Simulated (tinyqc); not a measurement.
Inside a calculation. Model: charge control and current of a heterostructure field-effect transistor. Computed by tinyqc, a small Python program that keeps every step. Command: `OMP_NUM_THREADS=1 python tinyqc.py 3020657 3020658 out.jsonl hemt walk`. One thread of a shared host (Intel(R) Xeon(R) Processor @ 2.30GHz), about 0.01 s of CPU time with the checks. Intermediate numbers are printed to about 7 digits and carried at full precision; extremes and crossings named in words are read from the listed rows.

Two subbands in a triangular well; E_F is counted from the conduction band edge of the channel at the interface.

Inputs (values chosen for the exercise, modelled on AlGaN/GaN):

| quantity | value | unit |
|---|---|---|
| channel mass m | 0.19 | m_0 |
| permittivity eps (barrier and channel) | 9.72 | - |
| barrier thickness d | 20 | nm |
| Schottky barrier phi_B | 1.2 | eV |
| conduction band offset dE_c | 0.22 | eV |
| polarisation charge sigma/e | 8.2e+12 | 1/cm^2 |
| gate voltage V_G | 0 | V |
| mobility mu | 1600 | cm^2/(V s) |
| saturation velocity v_s | 1.6 | 1e7 cm/s |
| gate length L | 100 | nm |
| source resistance R_S | 0.49 | ohm mm |
| temperature T | 300 | K |
| mixing | 0.5 | - |
| iteration cap | 200 | - |

Charge source: polarisation. Velocity law: smooth.

Constants: e = 1.602176634e-19 C; eps_0 = 8.8541878128e-12 F/m; k_B = 8.617333262e-05 eV/K; hbar = 1.054571817e-34 J s; m_0 = 9.1093837015e-31 kg; k_B = 1.380649e-23 J/K.

## Threshold and barrier capacitance

Threshold V_T = phi_B - dE_c - sigma d/(eps eps_0) (in volts); C_b = eps eps_0/d.

threshold voltage V_T = -2.073087 V

barrier capacitance C_b = 0.4303135 microfarad/cm^2

The device is normally on.

## First iteration

Charge control: n_s = C_b (V_G - V_T - E_F/e)/e. Well: mean field F = e n_s/(2 eps eps_0), E_i = (hbar^2/2m)^(1/3) [(3 pi e F/2)(i + 3/4)]^(2/3), i = 0, 1; n_s = D k_B T sum_i ln(1 + exp((E_F - E_i)/k_B T)), D = m/(pi hbar^2), which is solved in closed form for E_F. Iteration from n_s = C_b (V_G - V_T)/(2e): E_F from n_s, n_out from the charge control, n_new = n_s + mixing (n_out - n_s), kept above n_s/10; stop when |n_out/n_s - 1| < 1e-9.

starting n_s = 2.783955e+12 1/cm^2

E_0 = 118.9259 meV

E_1 = 209.2157 meV

E_F = 143.6195 meV

n_out = 5.182176e+12 1/cm^2

Caution: a density of n_out would put E_F above the conduction band minimum of the barrier, where parallel conduction sets in.

## Sheet density

The formulas are those given above.

Course of the iteration:

| iteration | n_s (1/cm^2) | E_F (meV) | \|n_out/n_s - 1\| |
|---|---|---|---|
| 1 | 2.783955e+12 | 143.6195 | 8.614439e-01 |
| 2 | 3.983066e+12 | 195.2491 | 2.662380e-01 |
| 3 | 4.513287e+12 | 216.2322 | 1.049933e-01 |
| 4 | 4.750220e+12 | 225.3420 | 4.472748e-02 |
| 5 | 4.856453e+12 | 229.3792 | 1.964186e-02 |
| 6 | 4.904148e+12 | 231.1826 | 8.737734e-03 |
| 7 | 4.925573e+12 | 231.9910 | 3.909081e-03 |
| ... | ... | ... | ... |
| 20 | 4.943057e+12 | 232.6498 | 1.188503e-07 |
| 21 | 4.943058e+12 | 232.6499 | 5.341422e-08 |
| 22 | 4.943058e+12 | 232.6499 | 2.400565e-08 |
| 23 | 4.943058e+12 | 232.6499 | 1.078872e-08 |
| 24 | 4.943058e+12 | 232.6499 | 4.848714e-09 |
| 25 | 4.943058e+12 | 232.6499 | 2.179130e-09 |
| 26 | 4.943058e+12 | 232.6499 | 9.793542e-10 |

sheet density n_s = 4.943058e+12 1/cm^2

Converged in 26 iterations.

## Levels and gate capacitance

C_g = e dn_s/dV_G = 1/(1/C_b + 1/C_q), 1/C_q = d(E_F/e)/d(e n_s) by a central difference of +/- 0.1 % in n_s; added distance dd = eps eps_0/C_q.

E_0 = 174.3808 meV

E_1 = 306.7726 meV

E_F = 232.6499 meV

share in the second subband = 2.295501 %

gate capacitance C_g = 0.3907851 microfarad/cm^2

added distance dd = 2.023027 nm

C_g is 91 % of C_b: the finite density of states and the rise of E_0 act as 2.0 nm of extra barrier. Caution: E_F lies above the conduction band minimum of the barrier, so electrons would spill into the barrier.

## Saturation current

With V = e n_s/C_g and V_c = v_s L/mu: for v = mu F/(1 + mu F/v_s), V_Dsat = V_c (sqrt(1 + 2V/V_c) - 1) and I/W = C_g v_s (V - V_Dsat); g_m = dI/dV; extrinsic g_m/(1 + g_m R_S); f_T = g_m/(2 pi C_g L).

V = 2.026600 V

V_c = 0.1 V

V_Dsat = 0.5444533 V

saturation current I/W = 926.7215 mA/mm

intrinsic g_m = 528.2350 mS/mm

extrinsic g_m = 419.6220 mS/mm

intrinsic f_T = 215.1341 GHz

V/V_c = 20.27: velocity saturation rules; I is 73 % of e n_s v_s = 1270 mA/mm.

## Gate length

The formulas are those given above.

Scaling; the last columns are v_s/(2 pi L) and mu V/(2 pi L^2):

| L (nm) | I/W (mA/mm) | g_m (mS/mm) | extrinsic g_m (mS/mm) | f_T (GHz) | velocity limit (GHz) | mobility limit (GHz) |
|---|---|---|---|---|---|---|
| 30 | 1067.066 | 571.6619 | 446.5710 | 7.760686e+02 | 848.8264 | 5.734106e+04 |
| 60 | 994.044 | 549.7393 | 433.0797 | 3.731537e+02 | 424.4132 | 1.433527e+04 |
| 120 | 899.706 | 519.2298 | 413.9193 | 1.762221e+02 | 212.2066 | 3.583816e+03 |
| 250 | 774.938 | 474.5496 | 385.0209 | 7.730787e+01 | 101.8592 | 8.257113e+02 |
| 500 | 636.360 | 418.0586 | 346.9802 | 3.405252e+01 | 50.9296 | 2.064278e+02 |
| 1000 | 486.867 | 347.1089 | 296.6532 | 1.413670e+01 | 25.4648 | 5.160695e+01 |
| 2000 | 342.124 | 265.8542 | 235.2133 | 5.413718e+00 | 12.7324 | 1.290174e+01 |
| 5000 | 186.701 | 160.5891 | 148.8744 | 1.308061e+00 | 5.0930 | 2.064278e+00 |

f_T scales as L^-1.06 at the short end and L^-1.55 at the long end; the two limits cross at L = mu V/v_s = 2030 nm. g_m tends to C_g v_s = 625 mS/mm, and R_S cuts it by 22 % at the shortest gate. Fringe capacitances and short-channel effects, left out, lower f_T once L is below about ten barrier thicknesses.

Checks made by the program: iterated density against a bracketing root search (relative difference 9e-10).
